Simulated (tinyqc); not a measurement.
Model parameters from four stresses.

Question. The threshold shift of a transistor under bias-temperature stress follows dV = A (V/V0)^g exp[-(Ea q/kB)(1/T - 1/T0)] (t/1 s)^n. Find n, A, g and Ea.

Values chosen for this exercise:

| symbol | value | unit | meaning |
|---|---|---|---|
| V0 | 1.2 | V | reference stress voltage |
| T0 | 398 | K | reference temperature |

Constants: q = 1.602176634e-19 C, kB = 1.380649e-23 J/K. Results are converted to the units shown.

dV at (V0, T0, 10 s), (V0, T0, 1000 s), (0.9 V, T0, 1000 s) and (V0, 423 K, 1000 s) (mV): 8.0937773  14.728253  2.6978184  20.084520

Answer. Each pair differs in one condition, and the logarithm of its ratio gives one exponent.

n = 0.1300
A = 6.000 mV
g = 5.900
Ea = 0.1800 eV

Numbers from tinyqc (`OMP_NUM_THREADS=1 python tinyqc.py 2070092 2070093 out.jsonl`; about 0.01 s on one thread of a shared Intel Xeon 2.30GHz).
